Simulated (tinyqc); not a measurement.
Two-diode model of a solar cell: one step of the calculation.

J is the current delivered and Vj = V + J Rs the junction voltage. J = X JL - J01 (exp(Vj/(n1 Vt)) - 1) - J02 (exp(Vj/(2 Vt)) - 1) - Vj/Rp. The photocurrent does not depend on voltage.

Task. Figures of merit. Jsc at V = 0, Voc at J = 0, the maximum power point where J (1 + 2 Rs G) = G Vj with G = -dJ/dVj; FF = Vmp Jmp/(Voc Jsc); efficiency Vmp Jmp/(X Pin). Empirical fill factor without parasitics FF0 = (v - ln(v + 0.72))/(v + 1), v = Voc/(n1 Vt).

Values chosen for this exercise; values of the order met in cells of silicon: temperature T = 348 K; photocurrent at one sun JL = 33 mA/cm^2; concentration X = 1 suns; saturation current of the first diode J01 = 2.2e-11 A/cm^2; ideality factor of the first diode n1 = 1; series resistance Rs = 0 ohm cm^2; shunt resistance Rp = 400 ohm cm^2; incident power at one sun Pin = 100 mW/cm^2; saturation current of the second diode (ideality 2) J02 = 4.8e-8 A/cm^2.

Constants: q = 1.602176634e-19 C, kB = 1.380649e-23 J/K, Vt = kB T/q. Results are converted to the units shown.

Find: Jsc; Voc; Vmp; Jmp; FF; efficiency; FF0.

Result.

Jsc = 33.000 mA/cm^2
Voc = 0.63042 V
Vmp = 0.53878 V
Jmp = 29.874 mA/cm^2
FF = 0.77368
efficiency = 16.095 %
FF0 = 0.81477

FF is 5.0 % below FF0. Removing one loss at a time changes the efficiency by: shunt +0.73, second diode +0.21 points.

Computed by the program tinyqc: `OMP_NUM_THREADS=1 python tinyqc.py 2280006 2280007 out.jsonl`, one thread of a shared Intel Xeon 2.30GHz, about 0.01 s for the whole run.
